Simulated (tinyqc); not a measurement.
From kappa of the perfect crystal back to shear modulus G: estimate of lattice thermal conductivity from elastic moduli (Slack, Klemens and Cahill formulas). Computed by tinyqc, a small Python program. Command: `OMP_NUM_THREADS=1 python tinyqc.py 3025291 3025292 out.jsonl slack inv`. One thread of a shared host (Intel(R) Xeon(R) Processor @ 2.30GHz), about 0.01 s of CPU time with the checks.

An isotropic solid.

Inputs (values chosen for the exercise, for a model crystal): bulk modulus B = 181 GPa; volume per atom V = 14.9 angstrom^3; mean atomic mass M = 150 u; atoms per primitive cell n = 10; temperature T = 300 K.

Grueneisen parameter: from the Poisson ratio.

Constants: u = 1.6605390666e-27 kg; hbar = 1.054571817e-34 J s; k_B = 1.380649e-23 J/K.

Method:
- rho = M/V; vL = sqrt((B + 4G/3)/rho), vT = sqrt(G/rho); v_m = [(vL^-3 + 2 vT^-3)/3]^(-1/3); Poisson ratio sigma = (3B - 2G)/(6B + 2G); Theta = hbar v_m (6 pi^2/V)^(1/3)/k_B.
- Empirical rule gamma = (3/2) (1 + sigma)/(2 - 3 sigma).
- Slack, an estimate for T near or above Theta_a: kappa = A M Theta_a^3 delta n^(1/3)/(gamma^2 T) in W/(m K), with M in u, delta = V^(1/3) in angstrom, Theta_a = Theta n^(-1/3) and A = 2.43e-6/(1 - 0.514/gamma + 0.228/gamma^2).

Question. A run gave the result below. Find the shear modulus G, known to lie between 50 and 120 GPa.

kappa of the perfect crystal = 3.866708 W/(m K)

Answer.

Each step takes the trial c = (a f_b - b f_a)/(f_b - f_a), f being the result less the target and a, b, c the logarithms of the listed values; c replaces end b, the old b replaces a if the sign of f changed, and otherwise f_a is halved.

Scan of the range:
```
shear modulus G (GPa)  kappa of the perfect crystal (W/(m K))
50.0                                                   1.8766
57.9                                                   2.7196
66.9                                                   3.9630
77.5                                                   5.8797
89.6                                                   8.7714
104.0                                                 13.3713
120.0                                                 20.2351
```

False position (Illinois rule, in the logarithm of the input) inside the bracket:
```
step    end a    end b    trial  kappa of the perfect crystal (W/(m K))
1     57.9000  66.9000  66.1557                                 3.84761
2     66.9000  66.1557  66.2784                                 3.86646
3     66.9000  66.2784  66.2816                                 3.86695
4     66.2784  66.2816  66.2800                                 3.86671
5     66.2816  66.2800  66.2800                                 3.86671
```

Kappa of the perfect crystal rises at every point of a 13-point scan of the range (every second point is shown), so one value fits; it is bracketed by 57.9 and 66.9. Answer: shear modulus G = 66.28 GPa.
